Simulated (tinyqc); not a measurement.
From one set of inputs to another, one input at a time: capillary instabilities by surface diffusion: grooving and agglomeration of films, edge retraction, wire break-up and smoothing of roughness. Computed by tinyqc, a small Python program. Command: `OMP_NUM_THREADS=1 python tinyqc.py 3025492 3025493 out.jsonl dewet ladder`. One thread of a shared host (Intel(R) Xeon(R) Processor @ 2.30GHz), about 0.01 s of CPU time with the checks.

Isotropic surface energy; shapes change by surface diffusion alone.

The inputs printed are set A. Inputs not listed in the table keep their values of set A, so the rows need not describe a real material.

Inputs (values chosen for the exercise, for a model film):
```
quantity                         value        unit
surface energy gamma_s            1.67       J/m^2
grain-boundary energy gamma_b      0.5       J/m^2
atomic volume Omega               11.8  angstrom^3
surface sites nu                    13      1/nm^2
prefactor D0                   3.3e-05       m^2/s
activation energy Q              0.839          eV
temperature T                      655           K
time t                              82           s
film thickness h                    34          nm
grain radius R                      75          nm
```

Grooves: at the surface only.

Constants: k_B = 8.617333262e-05 eV/K; k_B = 1.380649e-23 J/K.

Method:
- B = D_s nu gamma_s Omega^2/(k_B T), D_s = D0 exp(-Q/(k_B T)).
- Groove angle beta: sin(beta) = gamma_b/(2 gamma). For circular grains of radius R with spherical caps the groove ends (measured from the mean surface) at the depth R g(beta), g = (2 - 3 cos beta + cos^3 beta)/(3 sin^3 beta). The film parts if R g(beta_s) > h.
- Mullins' isolated groove: depth below the flat surface d = 0.780 m (B t)^(1/4), m = tan(beta_s), width between the ridges 4.6 (B t)^(1/4); time to reach h: (h/(0.780 m))^4/B.

Each row keeps all changes above it:
```
input moved                          from       to  B (nm^4/s)  critical R/h  groove depth (nm)
set A                                   -        -   3.864e+06         26.52              15.76
grain radius R (nm)                    75      160   3.864e+06         26.52              15.76
film thickness h (nm)                  34       40   3.864e+06         26.52              15.76
atomic volume Omega (angstrom^3)     11.8       17   8.021e+06         26.52              18.91
prefactor D0 (m^2/s)              3.3e-05  1.7e-06   4.132e+05         26.52               9.01
temperature T (K)                     655      755   2.567e+06         26.52              14.23
time t (s)                             82       39   2.567e+06         26.52              11.81
activation energy Q (eV)            0.839    0.886   1.247e+06         26.52               9.86
```

Where does the difference come from?

B goes from 3.86e6 to 1.25e6, a factor 0.323 in all. The largest single move comes from prefactor D0 (a factor 0.0515), and temperature T works against it (a factor 6.21). Groove depth goes from 15.8 to 9.86, a factor 0.626 in all. The largest single move comes from prefactor D0 (a factor 0.476), and temperature T works against it (a factor 1.58). The single moves hold for this order of the switches; the total does not depend on the order.

Caution (all rows): the grooves of neighbouring boundaries overlap, so the depth levels off at its final value.

Extremes, crossings and ranges named in words are read from the listed rows.
